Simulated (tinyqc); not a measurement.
Surface orientation: inversion layer as a triangular well, valleys of the Si type.

Six ellipsoidal valleys with their long axes along the cube axes, mass ml along the axis and mt across it. For a valley whose axis makes the angle theta with the surface normal, 1/m_z = cos^2(theta)/ml + sin^2(theta)/mt sets the confinement; in the plane the masses are m_1 = mt and m_2 = ml mt/m_z, and m_d = sqrt(m_1 m_2).

The field is taken as constant, e F = 4 pi (e^2/4 pi eps0)(Nd + eta Ns)/eps, with 1e12/cm^2 = 1e-4/angstrom^2, and the oxide as a hard wall at z = 0; c = hbar^2/2m0.

Level j of a valley lies at E_j = a_j (c (e F)^2/m_z)^(1/3) above the band edge at the surface, with the Airy zeros a_j = 2.338107, 4.087949, 5.520560, 6.786708, 7.944134, 9.022651, 10.040174, 11.008524, 11.936016, 12.828777, and has <z> = 2 E_j/(3 e F).

Subband i holds n_i = g m_d/(2 pi c) kB T ln(1 + exp((EF - E_i)/kB T)) (spin included), and EF is fixed by sum n_i = Ns over the levels listed or, where none are listed, over j = 0 to 9 of each group; 1e12/cm^2 = 1e-4/angstrom^2.

Constants: hbar^2/2m0 = 3.80998211 eV angstrom^2; e^2/(4 pi eps0) = 14.39964547 eV angstrom; kB = 8.617333262e-05 eV/K.

Parameters, chosen for this exercise (near those of Si; shifted at random, so the results belong to these values and not to a real crystal):
- ml = 0.909 m0 (longitudinal mass)
- mt = 0.193 m0 (transverse mass)
- eps = 11.9 (dielectric constant)
- Nd = 1.7 x 1e12/cm^2 (depletion charge)
- eta = 0.5 (share of Ns in the effective field)
- Ns = 3.2 x 1e12/cm^2 (electron sheet density)
- T = 300 K (temperature)

The same densities on four faces. m_c is the conductivity mass averaged over directions in the plane: 1/m_c = sum n_i (1/m_1 + 1/m_2)/2 / Ns.

Results:
```
face   valleys of lowest  lowest E (eV)  EF (eV)  share of lowest (%)  <z> (angstrom)  m_c (m0)
(100)                  2         0.1105   0.1029                 72.7            17.5     0.212
(110)                  4         0.1567   0.1153                 80.6            21.7     0.291
(111)                  6         0.1673   0.1176                 99.1            22.4     0.300
(211)                  2         0.1445   0.1146                 53.2            21.4     0.285
```

What does the comparison show?

The lowest level is deepest on (100), where a valley axis lies closest to the normal, and the lightest conductivity mass is on (100) (0.212 m0, against 0.300 m0 on (111)). EF, counted from the band edge at the surface, is lowest on (100) and spans 15 meV.

Program tinyqc; command `OMP_NUM_THREADS=1 python tinyqc.py 1251359 1251360 out.jsonl`; about 0.05 s on one thread of a shared Intel(R) Xeon(R) Processor @ 2.30GHz.
